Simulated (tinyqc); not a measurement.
What each parameter does: five-level k.p model folded onto the conduction band.

Second-order sums for the lowest conduction level at E: 1/m = 1 + Cm + (Ep/3)(2/E + 1/(E + Dso)) - (Ep2/3)(2/(E7 + D2 - E) + 1/(E7 - E)); g/2 = 1 + Cg - (Ep/3)(1/E - 1/(E + Dso)) - (Ep2/3)(1/(E7 - E) - 1/(E7 + D2 - E)). E is counted from the top of the valence band; E = Eg at the edge.

Inputs chosen for the exercise (near those of InAs; shifted at random, so the results belong to these values and not to a real crystal): Eg = 0.433 eV (gap at Gamma to the s-like level); Dso = 0.376 eV (spin-orbit splitting); Ep = 21.5 eV (Kane energy); E7 = 4.37 eV (upper Gamma7 conduction level, from the valence top); D2 = 0.16 eV (its spin-orbit splitting, Gamma8 above Gamma7); Ep2 = 6.1 eV (Kane energy to the upper levels); Cm = -1.4 (remote term in 1/m); Cg = 0 (remote term in g/2).

Mass and g at E = Eg.

Results for these values:
```
case,m (m0),g
base,0.02497,-13.4254
```

What happens to each result for Dso = 0.338 eV, all else kept?

Answer: m falls from 0.02497 to 0.02470; g rises from -13.4254 to -12.5522.

The same for each parameter in turn:
```
case,m (m0),g
base,0.02497,-13.4254
Eg = 0.39 eV,0.02262,-16.0797
Dso = 0.338 eV,0.02470,-12.5522
Ep = 23.65 eV,0.02260,-14.9639
E7 = 4.807 eV,0.02488,-13.4178
D2 = 0.144 eV,0.02497,-13.4215
Ep2 = 6.71 eV,0.02506,-13.4294
```

tinyqc: `OMP_NUM_THREADS=1 python tinyqc.py 1050365 1050366 out.jsonl`; about 0.01 s, one thread, shared Intel(R) Xeon(R) Processor @ 2.30GHz.
